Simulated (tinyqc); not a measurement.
# Admittance spectroscopy of a deep trap: admittance against temperature

Schottky contact on an n-type layer with shallow donors Nd (all ionised) and a donor-like deep trap, neutral when filled and positive when empty; depletion approximation. Traps within lam of the depletion edge stay filled. The traps at xt = W - lam, where the level crosses the Fermi level, follow a slow signal and not a fast one. w = 2 pi f.

Emission rate en = sn vth(T) Nc(T) exp(-Et/kB T) = sn g T^2 exp(-Et/kB T), g = vth Nc/(300 K)^2, as vth goes as T^0.5 and Nc as T^1.5 (degeneracy factor 1). lam = sqrt(2 eps0 eps_r (EF - ET)/(q Nd)), EF - ET = Et - (kB T/q) ln(Nc(T)/Nd), Nc(T) = Nc (T/300 K)^1.5. In the steady state at the band bending V, 2 eps0 eps_r V/q = Nd W^2 + Nt (W - lam)^2 (the second term only if W > lam). V = Vbi + Vr. C_HF = eps0 eps_r/W, C_LF = eps0 eps_r (Nd + Nt)/(Nd W + Nt xt). Inflection frequency w0 = 2 en [1 + Nt xt/(Nd W)]; C = C_HF + (C_LF - C_HF)/(1 + (w/w0)^2), G/w = (C_LF - C_HF)(w/w0)/(1 + (w/w0)^2).

Inputs (values chosen for the exercise); material values close to those of silicon:
```
symbol,value,unit,meaning
eps_r,11.5,,relative permittivity
Nc,2.79e19,cm^-3,conduction-band density of states at 300 K
vth,2.2e7,cm/s,thermal velocity at 300 K
Nd,8.6e14,cm^-3,shallow donor density
Vbi,0.69,V,built-in voltage
Et,0.2,eV,depth of the trap below the conduction edge
sn,4.6e-14,cm^2,capture cross-section
Nt,3.4e13,cm^-3,trap density
Vr,1.6,V,reverse bias
f,6200,Hz,signal frequency
```

Constants: q = 1.602176634e-19 C, kB = 1.380649e-23 J/K, eps0 = 8.8541878128e-14 F/cm where lengths are in cm. Results are converted to the units shown.

Result of one run:

| w0/(2 pi) (Hz) | C (nF/cm^2) | G/w (nF/cm^2) |
|---|---|---|
| 3.096e5 | 5.647 | 8.237e-4 |

Which temperature T gave this result: 104, 113, 137 or 147 K?

T = 147 K.

The whole series:

| T (K) | w0/(2 pi) (Hz) | C (nF/cm^2) | G/w (nF/cm^2) |
|---|---|---|---|
| 99 | 66.41 | 5.598 | 5.449e-4 |
| 104 | 226.2 | 5.599 | 0.001821 |
| 108 | 557.6 | 5.600 | 0.004394 |
| 113 | 1580 | 5.603 | 0.01156 |
| 118 | 4115 | 5.615 | 0.02181 |
| 123 | 9947 | 5.635 | 0.02080 |
| 128 | 2.252e4 | 5.645 | 0.01160 |
| 132 | 4.149e4 | 5.647 | 0.006503 |
| 137 | 8.491e4 | 5.647 | 0.003153 |
| 142 | 1.657e5 | 5.647 | 0.001581 |
| 147 | 3.096e5 | 5.647 | 8.237e-4 |

G/w goes from 5.45e-4 through a maximum of 0.0218 (at T = 118 K among the rows listed) to 8.24e-4 nF/cm^2, where w0 passes the signal: w0/(2 pi) rises from 66.4 to 3.10e5 Hz. C rises from 5.60 to 5.65 nF/cm^2. In 3 of the 11 rows T is below 110 K, where shallow donors begin to freeze out; the model keeps them ionised.

Computed by the program tinyqc: `OMP_NUM_THREADS=1 python tinyqc.py 2050031 2050032 out.jsonl`, one thread of a shared Intel Xeon 2.30GHz, about 0.01 s for the whole run.
